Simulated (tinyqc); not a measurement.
Electron-beam lithography: double-Gaussian proximity function, edge placement and dose correction for parallel lines: one step, computed by the program tinyqc.

Lines are infinitely long. Absorbed energy is counted so that the middle of a very large area written at dose 1 receives 1; the resist develops where it exceeds 1/2.

Problem. Interaction matrix. f(r) = [exp(-r^2/alpha^2)/alpha^2 + eta exp(-r^2/beta^2)/beta^2]/(pi (1 + eta)). A line from a to b at dose d gives E(x) = d [S(alpha) + eta S(beta)]/(1 + eta), S(s) = [erf((b - x)/s) - erf((a - x)/s)]/2. M_ij is the mean of E at the two edges of line i from line j at dose 1.

Inputs (values chosen for the exercise, of the order of those for 50 keV electrons in resist on silicon): forward range alpha = 0.0081 micrometre; backscatter range beta = 9.4 micrometre; backscatter ratio eta = 0.49.

Lines (micrometre):
```
line  left edge  right edge        centre
1         0.000       0.049  2.450000e-02
2         4.749       4.834  4.791500e+00
3         6.534       6.575  6.554500e+00
4        11.275      11.309  1.129200e+01
```

Give: M.

Solution.

M:
```
        1       2       3       4
1  0.3365  0.0013  0.0005  0.0002
2  0.0007  0.3372  0.0008  0.0004
3  0.0006  0.0016  0.3364  0.0005
4  0.0002  0.0010  0.0006  0.3362
```
